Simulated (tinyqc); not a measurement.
Hot electrons in a saturated n-channel MOSFET, lucky-electron model: one step of the calculation.

Beyond pinch-off the lateral field grows as Esat cosh(y/l) over the velocity-saturated region (pseudo-two-dimensional model). Impact ionisation in this region gives the substrate current, which biases the body forward through Rsub. Currents are per width. Local-field laws: they overstate ionisation when the field peak is narrower than an energy relaxation length.

Task. Gate current, lifetime and channel shortening. Ig = Cg Id exp(-pb/(lm Em)); lifetime tau = (Hl/Id)(Isub/Id)^(-m); length of the saturated region dL = l ln[(dV/l + Em)/Esat]. 1 year = 3.15576e7 s.

Parameters, values chosen for the exercise; values close to those of silicon n-channel devices:
```
symbol,value,unit,meaning
lm,9.6,nm,hot-electron mean free path
pb,3.2,V,oxide barrier
Cg,0.0011,,prefactor of the gate current
m,2.9,,lifetime exponent
Hl,1200,s uA/um,lifetime constant
```

Id = 138.97807 uA/um
dV = 2.3059933 V
Em = 0.19175334 MV/cm
Isub = 0.027188078 uA/um
l = 122.96341 nm
Esat = 0.04 MV/cm

Give: Isub/Id; Ig; tau; dL.

Result.

Isub/Id = 1.956e-4
Ig = 0.004313 pA/um
tau = 1.556e4 years
dL = 276.6 nm

The lifetime exceeds ten years.

Numbers from tinyqc (`OMP_NUM_THREADS=1 python tinyqc.py 2550078 2550079 out.jsonl`; about 0.01 s on one thread of a shared Intel Xeon 2.30GHz).
